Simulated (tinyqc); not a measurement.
From results back to parameters: sp3s* tight binding. Four cases, with inputs chosen for the exercise.

Problem. Without spin-orbit coupling the s levels at Gamma are the roots of [[Esa, Vss], [Vss, Esc]], the p levels those of [[Epa, Vxx], [Vxx, Epc]], and the doubly degenerate valence level at X is the lower root of [[Epa, Vxy], [Vxy, Epc]]. The atomic differences are given; the levels below come from hidden parameters.

Find: Esa, Esc, Epa, Epc; |Vss|, |Vxx|, |Vxy|.

Method. The mean of a pair of roots is the mean of the two levels, which with the given difference fixes both; half the splitting, squared, less a quarter of the squared difference is V^2. At X the lower root lies sqrt((dEp/2)^2 + Vxy^2) below the mean p level.

Case 1.

Values chosen (out of a larger set: near a published set for AlAs, fitted to gaps, whose masses and valley positions are rough; not measured data): dEs = 6.317 eV (Esc - Esa); dEp = 2.622 eV (Epc - Epa).

s levels at Gamma (eV): -11.74991  3.11691

p levels at Gamma (eV): -0.00223  4.61623

valence level X5 = -2.13010 eV

Solution.

Esa, Esc, Epa, Epc (eV): -7.475  -1.158  0.996  3.618

|Vss|, |Vxx|, |Vxy| (eV): 6.729  1.901  4.239

Case 2.

Values chosen (out of a larger set: near a published set for InP, fitted to gaps, whose masses and valley positions are rough; not measured data): dEs = 7.068 eV (Esc - Esa); dEp = 3.159 eV (Epc - Epa).

s levels at Gamma (eV): -11.41966  1.37566

p levels at Gamma (eV): 0.00388  4.90712

valence level X5 = -2.03262 eV

Solution.

Esa, Esc, Epa, Epc (eV): -8.556  -1.488  0.876  4.035

|Vss|, |Vxx|, |Vxy| (eV): 5.333  1.875  4.201

Case 3.

Values chosen (out of a larger set: near a published set for InP, fitted to gaps, whose masses and valley positions are rough; spin-orbit coupling, where it is added without a refit, lifts the valence top and shrinks all gaps by about a third of the splitting; not measured data): dEs = 7.095 eV (Esc - Esa); dEp = 3.137 eV (Epc - Epa).

s levels at Gamma (eV): -11.42097  1.36597

p levels at Gamma (eV): 0.00111  4.89789

valence level X5 = -2.09008 eV

Solution.

Esa, Esc, Epa, Epc (eV): -8.575  -1.480  0.881  4.018

|Vss|, |Vxx|, |Vxy| (eV): 5.319  1.880  4.260

Case 4.

Values chosen (out of a larger set: near a published set for SiC, fitted to gaps, whose masses and valley positions are rough; not measured data): dEs = 3.601 eV (Esc - Esa); dEp = 2.272 eV (Epc - Epa).

s levels at Gamma (eV): -19.20813  5.92913

p levels at Gamma (eV): 0.02022  6.46778

valence level X5 = -2.81642 eV

Solution.

Esa, Esc, Epa, Epc (eV): -8.440  -4.839  2.108  4.380

|Vss|, |Vxx|, |Vxy| (eV): 12.439  3.017  5.953

Computed by tinyqc, one run a case: `OMP_NUM_THREADS=1 python tinyqc.py N N+1 out.jsonl` with N = 1451784, 1451856, 1451988, 1452004; one thread of a shared Intel(R) Xeon(R) Processor @ 2.30GHz, about 0.1 s a run at most.
